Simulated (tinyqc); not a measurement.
Frequency dispersion of an accumulation capacitance by border traps, distributed model: one step of the calculation.

Traps spread evenly through the insulator exchange electrons with the semiconductor by tunnelling, with tau(x) = t0 exp(2 ka x) at depth x from the interface. The admittance per area Y seen at depth x obeys dY/dx = -Y^2/(i w eps0 eox) + q Nb ln(1 + i w tau)/tau, with Y(0) = i w Cs and w = 2 pi f; the gate sees Y(tox) = G + i w C. Working variable y = Y/(i w), in uF/cm^2. Cox = eps0 eox/tox.

Problem. Scales and lumped estimate. Cox; trap-free value 1/(1/Cox + 1/Cs); response depth d = ln(1/(w t0))/(2 ka), where w tau = 1; lumped estimate: all traps within d act as C_bt = q Nb d placed at d/2, so C = 1/{1/[1/(1/Cs + d/(2 eps0 eox)) + C_bt] + (tox - d/2)/(eps0 eox)}.

Parameters, values chosen for the exercise; permittivity close to that of hafnium oxide: relative permittivity of the insulator eox = 19.9; insulator thickness tox = 4.5 nm; semiconductor capacitance in accumulation Cs = 2.7 uF/cm^2; density of border traps Nb = 2.4e19 cm^-3 eV^-1; decay constant of the wave function in the insulator ka = 4 1/nm; time constant of a trap at the interface t0 = 2e-9 s; frequency f = 1e6 Hz.

Constants: q = 1.602176634e-19 C, eps0 = 8.8541878128e-14 F/cm where lengths are in cm. Results are converted to the units shown.

Give: Cox; trap-free C; d; C_bt; lumped C.

Solution.

Cox = 3.9155 uF/cm^2
trap-free C = 1.5980 uF/cm^2
d = 0.54709 nm
C_bt = 0.21037 uF/cm^2
lumped C = 1.6756 uF/cm^2

The traps within reach amount to 0.0779 Cs and lie in the first 12.2 % of the insulator.

tinyqc, about 0.3 s, one thread, Intel Xeon 2.30GHz (shared host): `OMP_NUM_THREADS=1 python tinyqc.py 2202076 2202077 out.jsonl`
